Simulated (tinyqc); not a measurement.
Inside a calculation. Method: Hueckel theory of the pi electrons with the omega technique, for the molecule C=C1C=CC=CC=C1N (SMILES; centres numbered as the heavy atoms are written). One step of it, computed by the program tinyqc.

Question. Orbitals, round 1. Diagonalise; E = alpha + x beta with beta < 0, so the largest x are filled first; degenerate levels share their electrons. P = sum n_i c_ri c_si; each orbital has its largest coefficient positive (the first on a tie).

Hueckel matrix in units of beta (H = alpha + beta A):
```
          1C        2C        3C        4C        5C        6C        7C        8C
1C  0.000000  1.000000  0.000000  0.000000  0.000000  0.000000  0.000000  0.000000
2C  1.000000  0.000000  1.000000  0.000000  0.000000  0.000000  0.000000  1.000000
3C  0.000000  1.000000  0.000000  1.000000  0.000000  0.000000  0.000000  0.000000
4C  0.000000  0.000000  1.000000  0.000000  1.000000  0.000000  0.000000  0.000000
5C  0.000000  0.000000  0.000000  1.000000  0.000000  1.000000  0.000000  0.000000
6C  0.000000  0.000000  0.000000  0.000000  1.000000  0.000000  1.000000  0.000000
7C  0.000000  0.000000  0.000000  0.000000  0.000000  1.000000  0.000000  1.000000
8C  0.000000  1.000000  0.000000  0.000000  0.000000  0.000000  1.000000  0.000000
9N  0.000000  0.000000  0.000000  0.000000  0.000000  0.000000  0.000000  0.800000

          9N
1C  0.000000
2C  0.000000
3C  0.000000
4C  0.000000
5C  0.000000
6C  0.000000
7C  0.000000
8C  0.800000
9N  1.500000
```

pi electrons, sum of z_r less the charge = 10

Give: x values; occupations; coefficients; charge and bond-order matrix P.

Answer.

x values: 2.282  1.721  1.417  1.049  0.169  -0.533  -0.780  -1.811  -2.013

occupations: 2.000  2.000  2.000  2.000  2.000  0.000  0.000  0.000  0.000

coefficients:
```
      MO1     MO2     MO3     MO4     MO5     MO6     MO7     MO8
1C  0.182  -0.084  -0.350  -0.195   0.672  -0.022   0.511   0.036
2C  0.415  -0.144  -0.495  -0.204   0.114   0.012  -0.399  -0.066
3C  0.268  -0.337  -0.335   0.254  -0.368  -0.507  -0.069   0.282
4C  0.197  -0.435   0.021   0.470  -0.176   0.259   0.453  -0.444
5C  0.181  -0.412   0.364   0.240   0.338   0.369  -0.284   0.523
6C  0.216  -0.274   0.495  -0.219   0.234  -0.456  -0.231  -0.503
7C  0.313  -0.059   0.337  -0.469  -0.299  -0.126   0.465   0.387
8C  0.497   0.172  -0.017  -0.273  -0.284   0.523  -0.131  -0.199
9N  0.509   0.625   0.167   0.484   0.171  -0.206   0.046   0.048

       MO9
1C  -0.291
2C   0.586
3C  -0.401
4C   0.223
5C  -0.047
6C  -0.129
7C   0.306
8C  -0.487
9N   0.111
```

charge and bond-order matrix P:
```
        1C      2C      3C      4C      5C      6C      7C      8C
1C   1.304   0.754  -0.206  -0.290   0.242   0.178  -0.331  -0.112
2C   0.754   0.987   0.464   0.036  -0.112  -0.089   0.066   0.427
3C  -0.206   0.464   0.995   0.754   0.003  -0.314  -0.036   0.233
4C  -0.290   0.036   0.754   0.962   0.552   0.056  -0.147  -0.112
5C   0.242  -0.112   0.003   0.552   1.015   0.718  -0.019  -0.298
6C   0.178  -0.089  -0.314   0.056   0.718   0.940   0.568   0.090
7C  -0.331   0.066  -0.036  -0.147  -0.019   0.568   1.050   0.705
8C  -0.112   0.427   0.233  -0.112  -0.298   0.090   0.705   0.866
9N   0.005  -0.082  -0.140   0.058   0.138  -0.089  -0.200   0.354

        9N
1C   0.005
2C  -0.082
3C  -0.140
4C   0.058
5C   0.138
6C  -0.089
7C  -0.200
8C   0.354
9N   1.882
```
